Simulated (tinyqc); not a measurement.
Worked calculation: trap in a gate oxide as a short-range spherical well. Values are carried at full precision from step to step, so a last printed digit may differ when a step is redone from the rounded ones.

A spherical well of radius R and depth V0 below the conduction edge, one mass m, c = hbar^2/2m0. The s level at binding Et solves k cot(k R) = -kappa with k = sqrt(m (V0 - Et)/c), kappa = sqrt(m Et/c); it exists for V0 > Vc = c (pi/2R)^2/m. Outside, psi falls as exp(-kappa r)/r.

Constants: hbar^2/2m0 = 3.80998211 eV angstrom^2; fine-structure constant alpha = 0.007297352564; hc = 1239.841984 eV nm; kB = 8.617333262e-05 eV/K.

Values chosen for the exercise (near those of SiO2 on Si; shifted at random, so the results belong to these values and not to a real crystal):
- R = 3.1 angstrom (radius of the well)
- V0 = 6.44 eV (depth of the well)
- m = 0.439 m0 (mass)
- n_r = 1.46 (refractive index)
- dEc = 3.15 eV (conduction offset to the channel)
- Fox = 2.2 MV/cm (oxide field, lowering levels away from the channel)
- t0 = 19 x 1e-11 s (time constant at the interface)
- T = 400 K (temperature)
- EF = -0.08 eV (Fermi level above the channel edge)
- x = 16 angstrom (depth of the trap)

## The bound level

Solve for Et; the share outside is [sin^2(kR)/(2 kappa)]/[sin^2(kR)/(2 kappa) + R/2 - sin(2kR)/(4k)].

Et = 2.1326 eV
k = 0.7045 1/angstrom
kappa = 0.4957 1/angstrom
share outside = 0.264
Vc = 2.228 eV

The well is 2.89 times the critical depth. Since dEt/dV0 equals the share inside, 0.74, a 1 % change of V0 moves Et by 2.2 %. The decay length is 2.0 angstrom, 0.7 times R.

## Peak of the photo-ionisation cross-section

Lucovsky model (delta well, plane-wave final states, no local-field factor): sigma = (32 pi alpha c/(3 n_r m Et)) (x - 1)^(3/2)/x^3, x = h nu/Et, c = hbar^2/2m0; 1 angstrom^2 = 1e-16 cm^2.

The maximum lies at x = 2. Give the photon energy, its wavelength and sigma there.

h nu = 4.265 eV
wavelength = 291 nm
sigma = 8.52 x 1e-18 cm^2

With 26 % of the state outside the well the delta-well form is only a rough model of this centre.

## Level, tunnelling time and occupation

Energies from the conduction edge of the channel. The trap level at depth x is E_T = dEc - Et - e Fox x (1 MV/cm = 0.01 eV/angstrom). An electron at the channel edge tunnels with the WKB exponent S = (4/3) sqrt(m/c) [dEc^(3/2) - (dEc - e Fox x)^(3/2)]/(e Fox), c = hbar^2/2m0; tau = t0 exp(S); the occupation is f = 1/(1 + exp((E_T - EF)/kB T)), tau_c = tau/f and tau_e = tau/(1 - f). Lattice relaxation is left out; a level below the channel edge needs phonons as well, so tau is then a lower bound, while a level above it can also empty elastically at its own energy, through a thinner barrier, faster than this tau.

Give E_T, S, tau and ln(tau_c/tau_e) = (E_T - EF)/kB T.

E_T = 0.665 eV
S = 18.730
tau = 0.0259 s
ln(tau_c/tau_e) = 21.6

The level lies 22 kB T above EF, so the trap is mostly empty. A flat barrier would give S = 2 sqrt(m dEc/c) x = 19.28.

## Checks

- Et from the radial equation on a grid against the matching condition, eV: both 2.13.

Computed by tinyqc, a small Python program: `OMP_NUM_THREADS=1 python tinyqc.py 1250588 1250589 out.jsonl` (the numbers bound the seed that draws the inputs); one thread of a shared host (Intel(R) Xeon(R) Processor @ 2.30GHz), about 0.01 s for the whole set of steps.
